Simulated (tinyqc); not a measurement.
Finite-difference solution of the diffusion equation on a small grid: one step, computed by the program tinyqc.

dC/dt = D d2C/dx2 on nodes x_j = j dx, j = 0..8; the far end is sealed.

Problem. Time step 2. With r = D dt/dx^2: (1 - theta r M) C(new) = (1 + (1 - theta) r M) C(old); theta = 0 explicit, 1 implicit, 1/2 Crank-Nicolson.

Boundary at x = 0: sealed surface. Scheme: explicit.

operator M:
```
    0   1   2   3   4   5   6   7
0  -2   2   0   0   0   0   0   0
1   1  -2   1   0   0   0   0   0
2   0   1  -2   1   0   0   0   0
3   0   0   1  -2   1   0   0   0
4   0   0   0   1  -2   1   0   0
5   0   0   0   0   1  -2   1   0
6   0   0   0   0   0   1  -2   1
7   0   0   0   0   0   0   1  -2
8   0   0   0   0   0   0   0   2

    8
0   0
1   0
2   0
3   0
4   0
5   0
6   0
7   1
8  -2
```

mesh ratio r = 0.3456

C after step 1 (%): 59.27296  67.85136  80.23168  69.03888  37.25174  13.63179  1.44806  0.00000  0.00000

Give: C after step 2.

Solution.

C after step 2 (%): 65.20  69.17  72.08  61.92  40.07  17.58  5.16  0.50  0.00
